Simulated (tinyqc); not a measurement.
Central-cell correction: shallow acceptor in the spherical four-band model.

The ground state 1S3/2 has an L = 0 part f(r) and an L = 2 part g(r). In units of Ry* and a*, with Gaussians f_i = exp(-a_i r^2), g_i = r^2 exp(-a_i r^2), A = a_i + a_j and I(n) = Gamma((n + 1)/2)/(2 A^((n + 1)/2)): S_ff = I(2), S_gg = I(6), H_ff = (6 a_i a_j/A) I(2) - 2 I(1), H_gg = (14 a_i a_j/A) I(6) - 2 I(5), H_fg = -mu [15 I(2) - 20 a_j I(4) + 4 a_j^2 I(6)]; each function is then normalised. The split-off band is left out.

Converged values use 22 exponents 2.2^i, i = -7 to 14, for f and for g.

Values chosen for the exercise (out of a larger set: near those of a shallow acceptor in GaAs; not measured data): rc = 1.8 angstrom (radius of the central cell); Vs = (2, 0, -0.5, -1.5, -2.5, -3.5) eV (central-cell strengths).

mu = 0.74195
Ry* = 11.7471 meV
a* = 47.512 angstrom

A short-range term V exp(-r^2/rc^2) is added (negative: attracts the hole); its elements are V S (A/(A + 1/rc^2))^(3/2) for f and ^(7/2) for g, in the same units.

Results:

| V (eV) | 1S binding (meV) | 2S binding (meV) | <r> (angstrom) | L = 2 weight |
|---|---|---|---|---|
| 2.0 | 23.2 | 7.07 | 39.4 | 0.251 |
| 0.0 | 24.6 | 7.25 | 37.3 | 0.253 |
| -0.5 | 25.0 | 7.32 | 36.6 | 0.254 |
| -1.5 | 26.2 | 7.46 | 35.0 | 0.256 |
| -2.5 | 27.9 | 7.66 | 33.0 | 0.258 |
| -3.5 | 30.5 | 7.94 | 30.4 | 0.261 |

From V = 0 to -3.5 eV the 1S binding grows by 5.9 meV (24 %) and the 2S binding by 0.69 meV, so the chemical shift sits mainly in the ground state. A repulsion of 2 eV removes 1.4 meV. The slope is 2.55 meV per eV over the last step against 0.68 on the repulsive side, since attraction pulls the state into the cell; over this range the level stays shallow.

tinyqc: `OMP_NUM_THREADS=1 python tinyqc.py 1252357 1252358 out.jsonl`; about 0.06 s, one thread, shared Intel(R) Xeon(R) Processor @ 2.30GHz.
